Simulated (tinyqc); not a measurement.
Changing the lattice temperature T: hot carriers by balance equations with a heated Maxwellian. Computed by tinyqc, a small Python program. Command: `OMP_NUM_THREADS=1 python tinyqc.py 3024268 3024269 out.jsonl hot sweep`. One thread of a shared host (Intel(R) Xeon(R) Processor @ 2.30GHz), about 0.1 s of CPU time with the checks.

The carriers follow a Maxwellian at an electron temperature T_e, slightly displaced; the drift energy is neglected against k_B T_e. The balance averages the rate, not the time, so mu_0 lies below the relaxation-time value.

Inputs (values chosen for the exercise, modelled on electrons in germanium): effective mass m = 0.221 m_0; density rho = 5323 kg/m^3; sound velocity v_l = 5370 m/s; acoustic deformation potential D_A = 11 eV; phonon energy hbar w = 31.2 meV; optical or intervalley deformation potential D_o = 5.6 1e8 eV/cm; final valleys Z_f = 3; electric field F = 0.54 kV/cm; mixing = 0.3; iteration cap = 300.

Band: parabolic. Solver: damped fixed point.

Constants: k_B = 8.617333262e-05 eV/K; k_B = 1.380649e-23 J/K; e = 1.602176634e-19 C; hbar = 1.054571817e-34 J s; m_0 = 9.1093837015e-31 kg; hbar = 6.582119569e-16 eV s.

Method:
- Parabolic band: E = hbar^2 k^2/(2 m), speed v = hbar k/m, states per spin, volume and energy g(E) = m k/(2 pi^2 hbar^2). Masses are multiplied by m_0 and all formulas are in SI units.
- Phonon occupation N_q = 1/(exp(hbar w/(k_B T)) - 1).
- Acoustic deformation potential (elastic, equipartition, absorption and emission together): 1/tau = 2 pi k_B T D_A^2 g(E)/(hbar rho v_l^2).
- Optical or intervalley deformation potential: 1/tau = (pi Z_f D_o^2/(rho w)) [N_q g(E + hbar w) + (N_q + 1) g(E - hbar w)], with g = 0 below the band edge.
- Averages over the Maxwellian, <y> = int y x^(1/2) exp(-x) dx / int x^(1/2) exp(-x) dx with x = E/(k_B T_e), split at x_0 = hbar w/(k_B T_e): 64 Gauss-Legendre points in sqrt(x) below it and 128 in sqrt(x - x_0) above it, up to x = 32. Momentum balance: mu(T_e) = e/(m nu), nu = <x (sum of rates)>/<x>. Power lost per carrier: P(T_e) = hbar w <emission rate - absorption rate> + <(2 m v_l^2/(k_B T)) (E - 2 k_B T) acoustic rate>.
- Energy relaxation time at weak heating: tau_E = (3/2) k_B / (dP/dT_e), the derivative by a central difference of +/- 0.5 K at T_e = T.
- Fixed point: T_out = T + (T_e - T) e mu(T_e) F^2/P(T_e), T_new = T_e + mixing (T_out - T_e).
- Start at T_e = 1.5 T; stop when T_e moves by less than 1e-6 K or exceeds 1e6 K.
- v = mu(T_e) F; warm-carrier coefficient (mu/mu_0 - 1)/F^2.

One run for each value; columns: (1) lattice temperature T (K); (2) drift velocity (1e7 cm/s); (3) low-field mobility mu_0 (cm^2/(V s)); (4) electron temperature T_e (K); (5) energy relaxation time tau_E (ps):
```
(1)     (2)    (3)    (4)    (5)
80   0.5329  17937  138.1  4.873
110  0.3948   9580  144.4  2.521
140  0.2868   6026  161.1  1.868
190  0.1785   3457  201.2  1.515
340  0.0700   1307  344.1  1.399
450  0.0452    839  452.8  1.467
600  0.0290    538  601.9  1.589
```

Give the missing row, lattice temperature T (K) = 250.

Computed row; columns: (1) lattice temperature T (K); (2) drift velocity (1e7 cm/s); (3) low-field mobility mu_0 (cm^2/(V s)); (4) electron temperature T_e (K); (5) energy relaxation time tau_E (ps):
```
(1)     (2)   (3)    (4)    (5)
250  0.1145  2160  256.7  1.404
```

Interpolating between the two neighbouring rows (the first column on a logarithmic scale, the others too where they are positive) misses most in energy relaxation time tau_E (ps), by 4.0 %. Over the rows, drift velocity (1e7 cm/s) falls from 0.533 to 0.0290 (exponent d ln y / d ln x -0.94 between the first rows and -1.5 between the last); low-field mobility mu_0 (cm^2/(V s)) falls from 17900 to 538 (exponent d ln y / d ln x -2.0 between the first rows and -1.5 between the last); electron temperature T_e (K) rises from 138 to 602 (exponent d ln y / d ln x 0.14 between the first rows and 0.99 between the last). mu_0 changes by a factor 33.4 over the table and the drift velocity at this field by 18.4: hot carriers care less about the lattice temperature.

Caution (rows 80.0, 110, 140): the drift energy m v^2/2 is not small against the heating (3/2) k_B (T_e - T), so T_e - T is rough.
